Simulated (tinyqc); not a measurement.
## Bandgap voltage reference from two bipolar transistors: output against temperature

Two transistors of area 1 and N carry the same current I. Is(T) = Is (T/T0)^eta exp[(Vg0 q/kB)(1/T0 - 1/T)], VBE1 = Vt ln(I/Is(T)) + I rb, VBE2 = Vt ln(I/(N Is(T))) + I rb/N. The amplifier forces I R1(T) = VBE1 - VBE2 + Vos, with R(T) = R (1 + tc (T - T0)) for both resistors, and the output is Vref = VBE1 + I R2(T). Base currents and the Early effect are neglected.

Vt = kB T/q; I = (Vt ln N + Vos)/(R1(T) - rb (1 - 1/N)).

Values chosen for this exercise; values of the order met in silicon bipolar transistors:

| symbol | value | unit | meaning |
|---|---|---|---|
| T0 | 300 | K | reference temperature |
| Vg0 | 1.185 | V | band-gap voltage extrapolated to 0 K |
| eta | 3.6 |  | temperature exponent of the saturation current |
| Is | 4.4e-18 | A | saturation current of the unit transistor at T0 |
| N | 8 |  | area ratio of the second transistor |
| R1 | 12 | kohm | resistor across which the difference of VBE falls, at T0 |
| tc | 0 | ppm/K | temperature coefficient of both resistors |
| Vos | 1.4 | mV | offset of the amplifier |
| rb | 68 | ohm | series resistance of the unit transistor |
| R2 | 121.7 | kohm | output resistor at T0 |

Constants: q = 1.602176634e-19 C, kB = 1.380649e-23 J/K. Results are converted to the units shown.

Output against temperature:

| T (K) | I (uA) | VBE1 (V) | I R2 (V) | Vref (V) | Vref - Vref(T0) (mV) | dVref/dT (uV/K) |
|---|---|---|---|---|---|---|
| 218 | 3.389 | 0.8599 | 0.4124 | 1.272 | -5.763 | 108.0 |
| 233 | 3.614 | 0.8340 | 0.4398 | 1.274 | -4.256 | 93.04 |
| 253 | 3.914 | 0.7991 | 0.4763 | 1.275 | -2.583 | 74.59 |
| 273 | 4.214 | 0.7639 | 0.5129 | 1.277 | -1.264 | 57.53 |
| 298 | 4.589 | 0.7195 | 0.5585 | 1.278 | -0.07429 | 37.90 |
| 323 | 4.965 | 0.6745 | 0.6042 | 1.279 | 0.6444 | 19.84 |
| 348 | 5.340 | 0.6292 | 0.6498 | 1.279 | 0.9291 | 3.137 |
| 373 | 5.715 | 0.5834 | 0.6955 | 1.279 | 0.8110 | -12.41 |
| 398 | 6.090 | 0.5372 | 0.7412 | 1.278 | 0.3170 | -26.95 |
| 423 | 6.465 | 0.4907 | 0.7868 | 1.278 | -0.5290 | -40.60 |

VBE1 falls by 1.80 mV/K on average and I R2 rises by 1.83 mV/K. The slope of Vref vanishes at T = 353 K. Between 233 and 398 K Vref spans 5.19 mV, or 24.6 ppm/K by the box method (span over the average over T, over 165 K).

Program tinyqc, `OMP_NUM_THREADS=1 python tinyqc.py 2062077 2062078 out.jsonl`; Intel Xeon 2.30GHz, shared host, one thread, about 0.02 s.
